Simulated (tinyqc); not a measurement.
# Partial widths from the peak

Question. A Breit-Wigner resonance has total width G = GL + GR and peak transmission Tp = 4 GL GR/G^2. GR is known to be the larger. Find GL, GR and the lifetime hbar/G.

Constants: q = 1.602176634e-19 C, hbar = 1.054571817e-34 J s. Results are converted to the units shown.

G = 19.949335 meV
Tp = 0.89618037

Solution. GL and GR have the sum G and the product Tp G^2/4, so they are (G/2)(1 +/- sqrt(1 - Tp)).

GL = 6.76 meV
GR = 13.2 meV
lifetime = 33.0 fs

Program tinyqc, `OMP_NUM_THREADS=1 python tinyqc.py 2600014 2600015 out.jsonl`; Intel Xeon 2.30GHz, shared host, one thread, about 0.2 s.
